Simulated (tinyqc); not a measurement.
# Octagonal on-chip spiral inductor, lumped pi model, step by step

Program tinyqc, `OMP_NUM_THREADS=1 python tinyqc.py 2302179 2302180 out.jsonl`; Intel Xeon 2.30GHz, shared host, one thread, about 0.01 s. Printed values are rounded.

Outer diameter do = di + 2 n wd + 2 (n - 1) sp, mean da = (do + di)/2, fill p = (do - di)/(do + di), length l = 3.314 n da. L = 2.25 mu0 n^2 da/(1 + 3.55 p), mu0 = 4 pi 1e-7 H/m. Rs = rho l/(wd delta (1 - exp(-th/delta))), delta = sqrt(rho/(pi f mu0)). Cs = n wd^2 eps0 eo/hu across the coil. At each end Cox = l wd eps0 eo/(2 ho) leads to the substrate branch Rsi = 2 rs he/(l wd) in parallel with Csi = l wd eps0 11.7/(2 he). With one end grounded Y = 1/(Rs + i w L) + i w Cs + 1/[1/(i w Cox) + 1/(1/Rsi + i w Csi)], w = 2 pi f; Q = -Im Y/Re Y. Eddy currents in neighbouring turns and in the substrate are left out.

Inputs (values chosen for the exercise); values of the order met in silicon radio-frequency processes:

| symbol | value | unit | meaning |
|---|---|---|---|
| n | 4.5 |  | number of turns |
| wd | 4 | um | line width |
| sp | 3 | um | space between turns |
| di | 80 | um | inner diameter |
| th | 2 | um | metal thickness |
| rho | 2.2 | uohm cm | metal resistivity |
| ho | 9.7 | um | oxide below the coil |
| hu | 1.2 | um | oxide between coil and underpass |
| eo | 3.9 |  | relative permittivity of the oxide |
| rs | 1 | ohm cm | substrate resistivity |
| he | 30 | um | effective spreading depth in the substrate |
| f | 4.1 | GHz | frequency |

Constants: eps0 = 8.8541878128e-12 F/m. Results are converted to the units shown.

## Geometry and model elements

do, l, L, delta, Rs, Cs, Cox, Rsi and Csi as defined.

do = 137 um
l = 1618.06 um
L = 3.21462 nH
delta = 1.16584 um
Rs = 9.30759 ohm
Cs = 2.07188 fF
Cox = 11.5204 fF
Rsi = 92.7036 ohm
Csi = 11.1748 fF

Rs is 2.09 times the direct-current value in this empirical form, which overstates the skin effect of a flat slab when delta is near th and so stands in for some current crowding.

## Admittance, quality factor and apparent inductance

Series branch 1/(Rs + i w L), substrate branch, total Y, Q = -Im Y/Re Y, apparent inductance Im(1/Y)/w, metal-only value w L/Rs, share of the loss in the substrate Re(substrate branch)/Re Y.

series branch = 1.3403-11.9249i mS
substrate branch = 0.008141+0.296336i mS
Y = 1.3484-11.5752i mS
Q = 8.58420
apparent inductance = 3.30868 nH
w L/Rs = 8.89727
share of the loss in the substrate = 0.603747 %

Q is 96.5 % of the metal-only value.
